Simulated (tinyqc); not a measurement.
Worked calculation: sp3 tight binding, zinc-blende lattice. Computed by tinyqc, a small Python program that keeps every step. Command: `OMP_NUM_THREADS=1 python tinyqc.py 21424 21425 out.jsonl` (the two numbers bound the seeds that draw the settings). One thread of a shared host (Intel(R) Xeon(R) Processor @ 2.60GHz), about 0.01 s of CPU time with the checks.

## Bloch Hamiltonian at k

Parameters chosen for this model: zinc-blende lattice, anion at 0, cation at a/4 (1,1,1); V = eta hbar^2 / (m d^2), hbar^2/m = 7.619964 eV angstrom^2:
```
parameter          value      unit
a               6.320000  angstrom
d               2.736640  angstrom
Es anion      -13.690000        eV
Ep anion       -6.250000        eV
Es cation     -13.690000        eV
Ep cation      -6.250000        eV
eta ss         -1.400000
eta sp          1.840000
eta pp sigma    3.240000
eta pp pi      -0.810000
V ss           -1.424444        eV
V sp            1.872127        eV
V pp sigma      3.296572        eV
V pp pi        -0.824143        eV
```

k point k (2 pi / a): [-0.180000, -0.340000, -0.130000]

Slater-Koster rules over the four bonds with direction cosines (l, m, n): ss V_ss; s-px l V_sp; px-s -l V_sp; px-px l^2 V_pps + (1 - l^2) V_ppp; px-py l m (V_pps - V_ppp); each times exp(i k.d).

H(k) at k (eV), order a s, a px, a py, a pz, c s, c px, c py, c pz:
```
[[-13.690000, 0.000000, 0.000000, 0.000000, -4.611733-0.164093i, -0.428581-1.016669i, -0.210542-2.069538i, -0.601256-0.724690i],
 [0.000000, -6.250000, 0.000000, 0.000000, 0.428581+1.016669i, 1.778811+0.063293i, -0.764075-0.920935i, -0.267556-2.629965i],
 [0.000000, 0.000000, -6.250000, 0.000000, 0.210542+2.069538i, -0.764075-0.920935i, 1.778811+0.063293i, -0.544640-1.291981i],
 [0.000000, 0.000000, 0.000000, -6.250000, 0.601256+0.724690i, -0.267556-2.629965i, -0.544640-1.291981i, 1.778811+0.063293i],
 [-4.611733+0.164093i, 0.428581-1.016669i, 0.210542-2.069538i, 0.601256-0.724690i, -13.690000, 0.000000, 0.000000, 0.000000],
 [-0.428581+1.016669i, 1.778811-0.063293i, -0.764075+0.920935i, -0.267556+2.629965i, 0.000000, -6.250000, 0.000000, 0.000000],
 [-0.210542+2.069538i, -0.764075+0.920935i, 1.778811-0.063293i, -0.544640+1.291981i, 0.000000, 0.000000, -6.250000, 0.000000],
 [-0.601256+0.724690i, -0.267556+2.629965i, -0.544640+1.291981i, 1.778811-0.063293i, 0.000000, 0.000000, 0.000000, -6.250000]]
```

## Levels at k

Diagonalise the Hermitian matrix.

eigenvalues (eV): [-18.746373, -11.577778, -9.702843, -9.390658, -6.577187, -3.596646, -2.862544, -2.425973]

weights |c|^2 of the basis functions, order a s, a px, a py, a pz, c s, c px, c py, c pz:
```
[[0.484833, 0.242649, 0.004413, 0.019138, 0.230484, 0.006958, 0.000803, 0.010723],
 [0.002879, 0.074711, 0.133798, 0.260819, 0.032893, 0.033106, 0.292821, 0.168972],
 [0.010676, 0.111732, 0.024754, 0.171737, 0.178559, 0.434928, 0.001406, 0.066208],
 [0.001611, 0.070908, 0.337035, 0.048307, 0.058064, 0.025008, 0.204970, 0.254098],
 [0.484833, 0.242649, 0.004413, 0.019138, 0.230484, 0.006958, 0.000803, 0.010723],
 [0.002879, 0.074711, 0.133798, 0.260819, 0.032893, 0.033106, 0.292821, 0.168972],
 [0.010676, 0.111732, 0.024754, 0.171737, 0.178559, 0.434928, 0.001406, 0.066208],
 [0.001611, 0.070908, 0.337035, 0.048307, 0.058064, 0.025008, 0.204970, 0.254098]]
```

## Bloch Hamiltonian at X

k point X (2 pi / a): [1, 0, 0]

As before.

H(k) at X (eV), order a s, a px, a py, a pz, c s, c px, c py, c pz:
```
[[-13.690000, 0.000000, 0.000000, 0.000000, 0.000000, 0.000000+4.323492i, 0.000000, 0.000000],
 [0.000000, -6.250000, 0.000000, 0.000000, 0.000000-4.323492i, 0.000000, 0.000000, 0.000000],
 [0.000000, 0.000000, -6.250000, 0.000000, 0.000000, 0.000000, 0.000000, 0.000000+5.494286i],
 [0.000000, 0.000000, 0.000000, -6.250000, 0.000000, 0.000000, 0.000000+5.494286i, 0.000000],
 [0.000000, 0.000000+4.323492i, 0.000000, 0.000000, -13.690000, 0.000000, 0.000000, 0.000000],
 [0.000000-4.323492i, 0.000000, 0.000000, 0.000000, 0.000000, -6.250000, 0.000000, 0.000000],
 [0.000000, 0.000000, 0.000000, 0.000000-5.494286i, 0.000000, 0.000000, -6.250000, 0.000000],
 [0.000000, 0.000000, 0.000000-5.494286i, 0.000000, 0.000000, 0.000000, 0.000000, -6.250000]]
```

## Levels at X

As before.

eigenvalues (eV): [-15.673594, -15.673594, -11.744286, -11.744286, -4.266406, -4.266406, -0.755714, -0.755714]

## Bands along a path

The same steps at evenly spaced points between the labelled ones.

Bands along the path (eV):
```
k             band 1      band 2      band 3      band 4     band 5     band 6     band 7     band 8
L         -17.438498  -14.488802  -10.096000  -10.096000  -6.997738  -2.404000  -2.404000  -0.954962
L-G 0.25  -17.919331  -13.681893   -9.901417   -9.901417  -6.969258  -2.598583  -2.598583  -1.309518
L-G 0.50  -18.670934  -11.984791   -9.382225   -9.382225  -6.951371  -3.117775  -3.117775  -2.272903
L-G 0.75  -19.201428  -10.022406   -8.757751   -8.757751  -7.192340  -3.742249  -3.742249  -3.463826
G         -19.387778   -8.447714   -8.447714   -8.447714  -7.992222  -4.052286  -4.052286  -4.052286
G-X 0.25  -19.137561  -10.009309   -9.172914   -9.172914  -6.697054  -4.036076  -3.327086  -3.327086
G-X 0.50  -18.400904  -11.927606  -10.434323  -10.434323  -5.537475  -4.014015  -2.065677  -2.065677
G-X 0.75  -17.221177  -13.864934  -11.395260  -11.395260  -4.735649  -4.058240  -1.104740  -1.104740
X         -15.673594  -15.673594  -11.744286  -11.744286  -4.266406  -4.266406  -0.755714  -0.755714
X-W 0.25  -15.673594  -15.673594  -11.744286  -11.744286  -4.266406  -4.266406  -0.755714  -0.755714
X-W 0.50  -15.673594  -15.673594  -11.744286  -11.744286  -4.266406  -4.266406  -0.755714  -0.755714
X-W 0.75  -15.673594  -15.673594  -11.744286  -11.744286  -4.266406  -4.266406  -0.755714  -0.755714
W         -15.673594  -15.673594  -11.744286  -11.744286  -4.266406  -4.266406  -0.755714  -0.755714
```

With 4 band(s) filled, the highest filled level on these points lies at G and the lowest empty one at G: a gap of 0.4555 eV, direct.
